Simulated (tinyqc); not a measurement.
Interlayer thickness: switching kinetics of a ferroelectric film and the memory window of a ferroelectric gate stack. Computed by tinyqc, a small Python program. Command: `OMP_NUM_THREADS=1 python tinyqc.py 3000111 3000112 out.jsonl feswitch walk`. One thread of a shared host (Intel(R) Xeon(R) Processor @ 2.30GHz), about 0.01 s of CPU time with the checks.

Fields in MV/cm; 1 microcoulomb/cm^2 over eps_0 is 11.29409 MV/cm. In the stack (metal, ferroelectric, interlayer, channel) the channel is taken as a conductor.

Inputs (values chosen for the exercise, for a model hafnia-based film):
```
quantity                                 value               unit
saturation polarisation P_s                 29  microcoulomb/cm^2
ratio P_r/P_s                             0.72                  -
coercive field E_c                        0.71              MV/cm
permittivity of the ferroelectric eps_F     43                  -
thickness t_F                               16                 nm
permittivity of the interlayer eps_I       3.9                  -
share s of P screened by trapped charge   0.67                  -
pulse height V                             6.6                  V
breakdown field of the interlayer           16              MV/cm
```

Method. Series stack: V = E_F t_F + E_I t_I and eps_I E_I = eps_F E_F + (1 - s) P/eps_0. E_I is for P = +P_s at the pulse height, the depolarising field for P = +P_r at V = 0; V needed puts E_F = 1.5 E_c after switching.

Stack against t_I:
```
t_I (nm)  E_F after (MV/cm)  E_I (MV/cm)  depolarising field / E_c  V needed (V)
0.3                  2.9877       60.655                    0.4367         2.888
0.5                  2.4238       54.438                    0.6532         3.677
0.8                  1.7658       47.183                    0.9058         4.861
1.2                  1.1202       40.064                    1.1538         6.439
1.6                  0.6438       34.812                    1.3367         8.017
2.0                  0.2778       30.777                    1.4772         9.595
3.0                 -0.3493       23.863                    1.7180        13.541
```

What follows from these numbers?

Each nanometre of interlayer costs 3.95 V, against 0.11 V for a nanometre of ferroelectric. The depolarising field grows from 0.44 to 1.72 E_c. At E_F = 1.5 E_c the interlayer carries (1.5 eps_F E_c + (1 - s) P_s/eps_0)/eps_I = 39.5 MV/cm whatever its thickness, above its breakdown field of 16 MV/cm, so the voltages in the last column could not be applied without breakdown. Caution: rows with E_I above the breakdown field of the interlayer cannot be reached without charge injection. Caution: where E_F after switching is below E_c the switching stalls before P_s, and where the depolarising field exceeds E_c the state switches back, so those rows describe states that are not held.
